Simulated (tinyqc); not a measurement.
Inside a calculation. Method: Hubbard chain of 5 sites. Computed by tinyqc, a small Python program that keeps every step. Settings: hopping = 1.87, U = 1.9, mixing = 0.2, iteration cap = 72. Command: `OMP_NUM_THREADS=1 python tinyqc.py 21258 21259 out.jsonl` (the two numbers bound the seeds that draw the settings). One thread of a shared host (Intel(R) Xeon(R) Processor @ 2.60GHz), about 0.3 s of CPU time with the checks. Later iterations appear only in the table of the cycle.

## Mean-field iteration 1

one-body matrix (hopping and site energies) (eV), order 1, 2, 3, 4, 5:
```
[[0.1800, -1.8700, 0.0000, 0.0000, 0.0000],
 [-1.8700, -0.8500, -1.8700, 0.0000, 0.0000],
 [0.0000, -1.8700, -0.4400, -1.8700, 0.0000],
 [0.0000, 0.0000, -1.8700, 0.6100, -1.8700],
 [0.0000, 0.0000, 0.0000, -1.8700, -0.1700]]
```

U = 1.9000 eV

electrons, up and down: [3, 2]

mixing = 0.2000

n(up) at the start (a guess, not normalised): [0.6000, 0.6000, 0.6000, 0.6000, 0.6000]

n(down) at the start (a guess): [0.4000, 0.4000, 0.4000, 0.4000, 0.4000]

H(up) = T + U n(down), H(down) = T + U n(up); fill the lowest levels; n(new) = n + mixing (n(out) - n); E = tr T (rho up + rho down) + U sum n_up n_down of the output.

levels, up (eV): [-2.7875, -1.1432, 0.6099, 2.5406, 3.9103]

levels, down (eV): [-2.4075, -0.7632, 0.9899, 2.9206, 4.2903]

energy = -8.7802 eV

n(up) after iteration 1: [0.5905, 0.5976, 0.6225, 0.5643, 0.6251]

n(down) after iteration 1: [0.3698, 0.4357, 0.3936, 0.4043, 0.3967]

## Mean-field iteration 2

As before.

levels, up (eV): [-2.7705, -1.1395, 0.5865, 2.5384, 3.9150]

levels, down (eV): [-2.4031, -0.7701, 1.0155, 2.9094, 4.2784]

energy = -8.7950 eV

n(up) after iteration 2: [0.5860, 0.5932, 0.6405, 0.5352, 0.6450]

n(down) after iteration 2: [0.3464, 0.4646, 0.3875, 0.4098, 0.3916]

## Mean-field iteration 3

As before.

levels, up (eV): [-2.7572, -1.1370, 0.5659, 2.5384, 3.9199]

levels, down (eV): [-2.4013, -0.7768, 1.0375, 2.9016, 4.2690]

energy = -8.8045 eV

n(up) after iteration 3: [0.5848, 0.5879, 0.6549, 0.5114, 0.6609]

n(down) after iteration 3: [0.3282, 0.4883, 0.3819, 0.4160, 0.3857]

## Convergence

Each step fills the lowest levels of T + U n(other spin) and sets n(new) = n + mixing (n(out) - n); stop when output and input agree to 1e-8.

Course of the cycle:
```
iteration     E (eV)  largest |n(out) - n(in)|  mean |n_up - n_down|
1          -8.780160                  1.79e-01                0.2000
2          -8.795034                  1.45e-01                0.2070
3          -8.804479                  1.19e-01                0.2163
4          -8.810698                  9.78e-02                0.2243
5          -8.814925                  8.08e-02                0.2312
6          -8.817872                  6.71e-02                0.2371
7          -8.819967                  5.60e-02                0.2422
8          -8.821479                  4.69e-02                0.2466
9          -8.822583                  3.94e-02                0.2505
10         -8.823394                  3.32e-02                0.2538
11         -8.823993                  2.81e-02                0.2566
...              ...                       ...                   ...
62         -8.825754                  1.58e-05                0.2749
63         -8.825754                  1.37e-05                0.2749
64         -8.825754                  1.19e-05                0.2749
65         -8.825754                  1.04e-05                0.2749
66         -8.825754                  9.02e-06                0.2749
67         -8.825754                  7.84e-06                0.2749
68         -8.825754                  6.82e-06                0.2749
69         -8.825754                  5.93e-06                0.2749
70         -8.825754                  5.16e-06                0.2749
71         -8.825754                  4.48e-06                0.2749
72         -8.825754                  3.90e-06                0.2749
```

Not converged within 72 iterations: the residual falls steadily but slowly, by a factor of about 0.87 a step. The lowest mean-field energy found from random starts is -8.82575 eV. Reruns (cap 100 unless said): mixing 0.5: converged in 42 (E = -8.82575); mixing 0.9: converged in 19 (E = -8.82575); the original settings with a cap of 400: converged in 115 (E = -8.82575).

## Exact diagonalisation (100 states)

Lowest levels of the sector, and the double occupancy of the lowest state.

lowest levels (eV): [-8.9899, -7.3292, -6.6666, -5.9787, -5.9017, -5.2270]

double occupancy per site = 0.1947

## The lowest level by Lanczos steps

From a random start vector (not printed): a_j = <q_j|H|q_j>, b_j = norm of the remainder after orthogonalising; the Ritz value is the lowest eigenvalue of the tridiagonal matrix of a and b so far.

Lanczos:
```
j   a_j (eV)  b_j (eV)  lowest Ritz value (eV)
1    -0.6223    6.1683               -0.622296
2     0.2941    5.6913               -6.349426
3     1.2730    5.0821               -8.173512
4     1.9679    5.4281               -8.702346
5     2.2902    5.1113               -8.902254
6     3.1514    4.7360               -8.968267
7     3.7437    4.8666               -8.983657
8     1.5655    4.5346               -8.987906
9     2.4045    5.2582               -8.989090
10    1.3269    4.4328               -8.989599
```
